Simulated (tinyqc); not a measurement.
## p-type polysilicon, carrier trapping at grain boundaries: effect of the doping

One-dimensional grains of size Lg, uniform ionised doping N, monovalent traps Qt at each boundary at a depth Et below (for electrons) or above (for holes) the band edge there, abrupt depletion of width W on each side of a boundary, Boltzmann statistics. xi is the distance from the band edge at the grain centre to the Fermi level. Trapped charge Qt/(1 + exp((xi + VB - Et)/Vt)) = 2 N W, barrier VB = q N W^2/(2 eps0 eps_r).

If the trap equation with xi = Vt ln(NB/N) has a root W < Lg/2, the grain is partly depleted; otherwise W = Lg/2 and the trap equation gives xi = Et - VB + Vt ln(Qt/(N Lg) - 1). N* = Qt/Lg. n0 = NB exp(-xi/Vt); mean density n0 (1 - 2 W/Lg) by charge balance in a partly depleted grain, and n0 (sqrt(pi)/2) erf(u)/u with u = sqrt(VB/Vt) in a fully depleted one; v = sqrt(kB T/(2 pi ms m0)); barrier resistivity Vt exp(VB/Vt)/(q fe n0 v Lg); grain resistivity (1 - 2 W/Lg)/(q n0 mug); effective mobility 1/(q mean density total resistivity). Rows with xi above 0.45 V, towards mid-gap, are left out, since the other carrier type is ignored.

Parameters, values chosen for the exercise; values of the order met in polycrystalline silicon: temperature T = 300 K; relative permittivity eps_r = 11.7; valence-band density of states at T NB = 2.65e19 cm^-3; grain size Lg = 18 nm; trap density of a grain boundary Qt = 2.9e12 cm^-2; depth of the trap level from the majority band edge at the boundary Et = 0.4 eV; mass for thermionic emission ms = 0.27 m0; correction factor of the emission rate fe = 0.12; mobility inside the grains mug = 160 cm^2/(V s).

Constants: q = 1.602176634e-19 C, kB = 1.380649e-23 J/K, m0 = 9.1093837015e-31 kg, Vt = kB T/q, eps0 = 8.8541878128e-14 F/cm where lengths are in cm. Results are converted to the units shown.

Effect of the doping:
```
N (cm^-3),N/N*,depleted share 2 W/Lg,VB (V),xi (V),mean density (cm^-3),resistivity (ohm cm),effective mobility (cm^2/(V s))
2.2e17,0.13655,1.0000,0.013780,0.43390,1.1540e12,1.8057e5,29.952
3.7e17,0.22966,1.0000,0.023176,0.40811,2.8318e12,95788,23.010
6.2e17,0.38483,1.0000,0.038835,0.37329,9.4133e12,45649,14.525
1e18,0.62069,1.0000,0.062637,0.32463,5.1623e13,17451,6.9282
1.7e18,1.0552,0.94760,0.095616,0.071003,8.9082e16,3.4294,20.431
2.9e18,1.8000,0.55555,0.056062,0.057196,1.2889e18,0.44114,10.977
4.8e18,2.9793,0.33565,0.033872,0.044169,3.1889e18,0.11683,16.752
8e18,4.9655,0.20139,0.020323,0.030963,6.3889e18,0.043483,22.467
```

What does the table show?

As N goes from 2.2e17 to 8e18, VB goes from 0.0138 through a maximum of 0.0956 (at N = 1.7e18 among the rows listed) to 0.0203 V, the resistivity falls from 1.81e5 to 0.0435 ohm cm and the effective mobility moves up and down between 6.93 and 30.0 cm^2/(V s). The steepest fall of the resistivity among the rows, as N^(-16.1), lies between N = 1e18 and 1.7e18 cm^-3; N* = 1.61e18 cm^-3. While the grain is fully depleted VB grows as N; once the traps are full it falls as 1/N. For N = 2.9e18, 4.8e18, 8e18 xi is under 2.5 Vt, where Boltzmann statistics begin to fail. For N = 2.2e17, 3.7e17, 8e18 VB is below Vt, where abrupt depletion and thermionic emission are rough. For N = 1.7e18 the grain is near the changeover between partial and full depletion, within a few Debye lengths, where both limits are rough.

Program tinyqc, `OMP_NUM_THREADS=1 python tinyqc.py 2830012 2830013 out.jsonl`; Intel Xeon 2.30GHz, shared host, one thread, about 0.01 s.
